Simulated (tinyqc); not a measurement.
What each parameter does: strained quantum well: band edges, subbands and transparency.

Growth on (001), barriers unstrained: tr(e) = e (2 - nu2), Z = b e (1 + nu2); Ec = Ev + Eg + ac tr(e), E_HH = Ev + av tr(e) + Z, E_LH = Ev + av tr(e) - Z (coupling to the split-off band left out).

Masses along z: me, 1/(g1 - 2 g2) for HH, 1/(g1 + 2 g2) for LH, likewise in the barrier; in the plane me, 1/(g1 + g2) for HH and 1/(g1 - g2) for LH (no mixing, which understates the hole masses away from k = 0). Level n solves k L + 2 atan[(k/m)/(kappa/mb)] = n pi, k = sqrt(m E/c), kappa = sqrt(mb (V - E)/c), c = hbar^2/2m0.

Transparency (Bernard-Duraffourg): Fc - Fv equals the lowest transition energy with n = p, n = sum m/(2 pi c) kB T ln(1 + exp((Fc - E)/kB T)) and p likewise over the listed subbands; c = hbar^2/2m0, 1/angstrom^2 = 1e16/cm^2.

Constants: hbar^2/2m0 = 3.80998211 eV angstrom^2; kB = 8.617333262e-05 eV/K; hc = 1239.841984 eV nm.

Parameters, chosen for this exercise (near those of an InGaAs/InP well; shifted at random, so the results belong to these values and not to a real crystal): e = 0.0039 (strain in the plane); nu2 = 0.989 (2 C12/C11); Eg = 0.779 eV (unstrained gap of the well); Ev = -0.604 eV (its valence edge); ac = -6.17 eV; av = 1.08 eV (Ev moves by av tr(e)); b = -1.9 eV (shear potential); Egb = 1.355 eV (gap of the barrier); Evb = -0.94 eV (its valence edge); L = 100 angstrom (well width); me = 0.0451 m0 (electron mass); g1 = 13.23 (gamma1); g2 = 5.15 (gamma2); meb = 0.08 m0; g1b = 5.08; g2b = 1.6; T = 300 K (temperature).

Edge wavelength, hh1 - lh1 and n_tr.

Results for these values:
```
case  wavelength (nm)  hh1 - lh1 (meV)  n_tr (1e12/cm^2)
base           1526.8              0.8             0.668
```

What happens to each result for b = -2.18 eV, all else kept?

Answer: wavelength rises from 1526.8 to 1529.2; hh1 - lh1 falls from 0.8 to -3.5; n_tr falls from 0.668 to 0.660.

The same for each parameter in turn:
```
case              wavelength (nm)  hh1 - lh1 (meV)  n_tr (1e12/cm^2)
base                       1526.8              0.8             0.668
L = 110 angstrom           1543.4             -2.7             0.678
e = 0.0019                 1514.6             15.5             0.601
Eg = 0.759 eV              1563.6              0.8             0.667
b = -2.18 eV               1529.2             -3.5             0.660
ac = -5.55 eV              1522.4              0.8             0.668
me = 0.0496 m0             1529.7              0.8             0.710
g1 = 14.02                 1524.3             -0.3             0.645
T = 340 K                  1526.8              0.8             0.773
```

tinyqc: `OMP_NUM_THREADS=1 python tinyqc.py 1281385 1281386 out.jsonl`; about 0.01 s, one thread, shared Intel(R) Xeon(R) Processor @ 2.30GHz.
